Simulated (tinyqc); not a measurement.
## Trap density and cross-section from triangular pulses

Inverse problem. In charge pumping, for a flat interface trap density D0 and a symmetric triangular wave, Qcp = -2 q A D0 Vt ln[vth s ni (dV/Va)/(2 f)], with s the geometric mean cross-section. Find D0, the frequency f0 where the line meets zero, and s.

Values chosen for this exercise:
- T = 350 K (temperature)
- A = 25 um^2 (gate area)
- vth = 1.6e7 cm/s (thermal velocity at 350 K, one nominal value for electrons and holes)
- dV = 1.1 V (Vth - Vfb)
- Va = 2.7 V (pulse height)

Constants: q = 1.602176634e-19 C, kB = 1.380649e-23 J/K, Vt = kB T/q. Results are converted to the units shown.

Qcp at f = 10000 and 1e6 Hz (fC): [2.5328797, 9.6539781]
ni = 3.4756727e11 cm^-3

Solution. Qcp is linear in ln f: the slope gives D0 and the zero gives s = 2 f0 Va/(vth ni dV).

D0 = 6.400e11 cm^-2 eV^-1
f0 = 1944 Hz
s = 1.716e-15 cm^2

tinyqc, about 0.01 s, one thread, Intel Xeon 2.30GHz (shared host): `OMP_NUM_THREADS=1 python tinyqc.py 2030142 2030143 out.jsonl`
